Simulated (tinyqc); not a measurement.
# Admittance spectroscopy of a deep trap: several studies

Schottky contact on an n-type layer with shallow donors Nd (all ionised) and a donor-like deep trap, neutral when filled and positive when empty; depletion approximation. Traps within lam of the depletion edge stay filled. The traps at xt = W - lam, where the level crosses the Fermi level, follow a slow signal and not a fast one. w = 2 pi f.

Inputs (values chosen for the exercise); material values close to those of silicon: relative permittivity eps_r = 11.5; conduction-band density of states at 300 K Nc = 2.85e19 cm^-3; thermal velocity at 300 K vth = 2.2e7 cm/s; shallow donor density Nd = 8.5e16 cm^-3; built-in voltage Vbi = 0.83 V; depth of the trap below the conduction edge Et = 0.23 eV; capture cross-section sn = 2.1e-14 cm^2; trap density Nt = 1.3e16 cm^-3; reverse bias Vr = 0.2 V; temperature T = 158 K.

Constants: q = 1.602176634e-19 C, kB = 1.380649e-23 J/K, eps0 = 8.8541878128e-14 F/cm where lengths are in cm. Results are converted to the units shown.

Each table varies one quantity; the others keep the values above.

## Admittance against frequency

Emission rate en = sn vth(T) Nc(T) exp(-Et/kB T) = sn g T^2 exp(-Et/kB T), g = vth Nc/(300 K)^2, as vth goes as T^0.5 and Nc as T^1.5 (degeneracy factor 1). lam = sqrt(2 eps0 eps_r (EF - ET)/(q Nd)), EF - ET = Et - (kB T/q) ln(Nc(T)/Nd), Nc(T) = Nc (T/300 K)^1.5. In the steady state at the band bending V, 2 eps0 eps_r V/q = Nd W^2 + Nt (W - lam)^2 (the second term only if W > lam). V = Vbi + Vr. C_HF = eps0 eps_r/W, C_LF = eps0 eps_r (Nd + Nt)/(Nd W + Nt xt). Inflection frequency w0 = 2 en [1 + Nt xt/(Nd W)]; C = C_HF + (C_LF - C_HF)/(1 + (w/w0)^2), G/w = (C_LF - C_HF)(w/w0)/(1 + (w/w0)^2).

Admittance against frequency:
```
f (Hz)  C (nF/cm^2)  G/w (nF/cm^2)
1800          89.04         0.1489
3800          89.02         0.3132
8400          88.94         0.6813
18000         88.62          1.361
40000         87.50          2.254
88000         85.68          2.228
1.9e5         84.62          1.359
4.2e5         84.30         0.6599
9.1e5         84.23         0.3092
2e6           84.21         0.1411
```

C falls from 89.0 to 84.2 nF/cm^2, between C_LF = 89.0 and C_HF = 84.2, and G/w goes from 0.149 through a maximum of 2.25 (at f = 40000 Hz among the rows listed) to 0.141 nF/cm^2. The exact peak is half of the step, 2.42 nF/cm^2, at 58400 Hz.

## Effect of the trap density

Same model as above.

V = Vbi + Vr.

Results:
```
Nt (cm^-3)  W (nm)  step (% of C_HF)  w0/(2 en)
1.8e15      123.64           0.83738     1.0127
3.7e15      123.15            1.7056     1.0260
1.6e16      120.25            6.9774     1.1107
3.4e16      116.62            13.804     1.2302
7.2e16      110.63            25.824     1.4680
1.5e17      102.35            44.669     1.9111
3.2e17      92.280            73.586     2.7449
```

Estimate the missing row, Nt = 7.8e15 cm^-3.

Computed row:
```
Nt (cm^-3)  W (nm)  step (% of C_HF)  w0/(2 en)
7.8e15      122.14            3.5272     1.0546
```

With this row back in the table: The step rises from 0.837 to 73.6 %, as Nt^(0.99) between the first two rows and Nt^(0.66) between the last two, and w0/(2 en) rises from 1.01 to 2.74: for Nt near Nd the rule w0 = 2 en overstates the cross-section by that factor.

## Effect of the bias

Same model as above.

V = Vbi + Vr.

Results:
```
Vr (V)  W (nm)    xt/W  C_HF (nF/cm^2)  step (nF/cm^2)  step (% of C_HF)
0        109.0  0.5456           93.45           5.995             6.415
0.9      155.4  0.6814           65.52           2.891             4.412
1.7      186.9  0.7351           54.47           1.983             3.641
3.4      240.2  0.7939           42.39           1.192             2.811
4.3      264.0  0.8124           38.57          0.9842             2.552
5.1      283.4  0.8253           35.93          0.8525             2.373
6        303.7  0.8370           33.52          0.7409             2.210
```

Estimate the missing row, Vr = 2.6 V.

Computed row:
```
Vr (V)  W (nm)    xt/W  C_HF (nF/cm^2)  step (nF/cm^2)  step (% of C_HF)
2.6      216.8  0.7717           46.96           1.467             3.124
```

With this row back in the table: xt/W rises from 0.546 to 0.837 since lam stays at 49.5 nm, and the relative step falls from 6.41 to 2.21 %: the nearer xt lies to W in proportion, the less the traps add.

tinyqc, about 0.01 s, one thread, Intel Xeon 2.30GHz (shared host): `OMP_NUM_THREADS=1 python tinyqc.py 2050075 2050076 out.jsonl`
